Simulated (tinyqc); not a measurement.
Changing the gate overdrive V_G - V_T: inversion-layer mobility, back-scattering and ballistic limit of a field-effect transistor. Computed by tinyqc, a small Python program. Command: `OMP_NUM_THREADS=1 python tinyqc.py 3028871 3028872 out.jsonl mos sweep`. One thread of a shared host (Intel(R) Xeon(R) Processor @ 2.30GHz), about 0.02 s of CPU time with the checks.

The charge at the top of the source barrier is fixed by the gate; series resistance and short-channel effects are left out. F_j are Fermi integrals normalised to exp(eta) in the classical limit.

Inputs (values chosen for the exercise, modelled on a silicon p-channel): transport mass m = 0.3 m_0; valley degeneracy g_v = 1; weight w of the inversion charge = 0.333; permittivity eps = 11.7; phonon mobility at 1 MV/cm and 300 K, mu_ph = 100 cm^2/(V s); roughness mobility at 1 MV/cm, mu_sr = 110 cm^2/(V s); Coulomb mobility at N_inv = 1e12/cm^2, mu_C = 360 cm^2/(V s); electrical oxide thickness t_inv = 1.3 nm; depletion charge N_dep = 2.2e+11 1/cm^2; drain voltage V_D = 0.05 V; channel length L = 18 nm; exponent a of the critical length = 0.81; temperature T = 77 K.

Statistics at the top of the barrier: Fermi-Dirac.

Constants: eps_0 = 8.8541878128e-12 F/m; e = 1.602176634e-19 C; m_0 = 9.1093837015e-31 kg; k_B = 1.380649e-23 J/K; hbar = 1.054571817e-34 J s; k_B = 8.617333262e-05 eV/K.

Method:
- N_inv = 3.9 eps_0 (V_G - V_T)/(e t_inv); effective field E_eff = e (N_dep + w N_inv)/(eps eps_0).
- mu_phonon = mu_ph (E_eff/1 MV/cm)^(-0.3) (T/300 K)^(-1.75); mu_rough = mu_sr (E_eff/1 MV/cm)^(-2); mu_Coulomb = mu_C (N_inv/1e12 cm^-2) (T/300 K); Matthiessen's rule adds 1/mu.
- F_j(eta) = (1/Gamma(j + 1)) int_0^infinity x^j/(1 + exp(x - eta)) dx, F_0 = ln(1 + exp(eta)). Integrals over x = E/(k_B T) use 160 Gauss-Legendre points in u = sqrt(x) from 0 to sqrt(max(eta, 0) + 32).
- Ballistic channel: N_2D = g_v m k_B T/(pi hbar^2), U = e V_D/(k_B T); eta_F solves N_inv = (N_2D/2)[F_0(eta_F) + F_0(eta_F - U)]; v_T = sqrt(2 k_B T/(pi m)); I/W = e (N_2D/2) v_T [F_1/2(eta_F) - F_1/2(eta_F - U)]; injection velocity v_T F_1/2(eta_F)/F_0(eta_F).
- Mean free path lambda = (2 k_B T/e)(mu/v_T) F_0(eta_0)/F_-1/2(eta_0), with eta_0 from N_inv = N_2D F_0(eta_0); critical length l = L (1 + U)^(-a), an empirical rule; back-scattering r = l/(l + lambda). Then eta solves N_inv = (N_2D/2)[(1 + r) F_0(eta) + (1 - r) F_0(eta - U)] and I/W = e (N_2D/2) v_T (1 - r)[F_1/2(eta) - F_1/2(eta - U)].
- Ballistic ratio: I over the ballistic current. Apparent mobility 1/(1/mu + 1/mu_B), mu_B = mu L/lambda.

One run for each value; columns: (1) gate overdrive V_G - V_T (V); (2) current I/W (microampere/micrometre); (3) ballistic current I/W (microampere/micrometre); (4) effective mobility mu (cm^2/(V s)); (5) injection velocity (1e7 cm/s); (6) ballistic ratio:
```
(1)      (2)     (3)     (4)     (5)      (6)
0.10    87.0   210.7  139.93  0.8021  0.41297
0.24   410.5   568.1  260.32  1.1025  0.72266
0.38   620.6   759.2  280.39  1.2724  0.81740
0.51   739.4   889.3  248.67  1.4064  0.83151
0.65   831.8  1008.4  202.10  1.5379  0.82486
0.79   901.0  1114.0  160.64  1.6593  0.80880
0.92   950.5  1203.5  130.08  1.7647  0.78975
1.10  1001.3  1317.2   98.79  1.9013  0.76017
1.20  1022.5  1376.3   85.66  1.9732  0.74296
```

Over the rows, current I/W (microampere/micrometre) rises from 87.0 to 1020 (exponent d ln y / d ln x 1.8 between the first rows and 0.24 between the last); ballistic current I/W (microampere/micrometre) rises from 211 to 1380 (exponent d ln y / d ln x 1.1 between the first rows and 0.50 between the last); effective mobility mu (cm^2/(V s)) goes from 140 through a maximum among these rows, 280 at 0.380, to 85.7.

Caution (rows 0.100, 0.920, 1.10, 1.20): the current exceeds the long-channel drift law, so the empirical rule for l, meant for short channels, is too generous here. Caution (rows 0.240, 0.380, 0.510, 0.650, 0.790, 0.920, 1.10, 1.20): in a degenerate gas the layer that can return carriers is set by E_F rather than k_B T, so l is underestimated. Caution (rows 1.10, 1.20): the Fermi level lies so high that further subbands and non-parabolicity matter.

Extremes, crossings and ranges named in words are read from the listed rows.
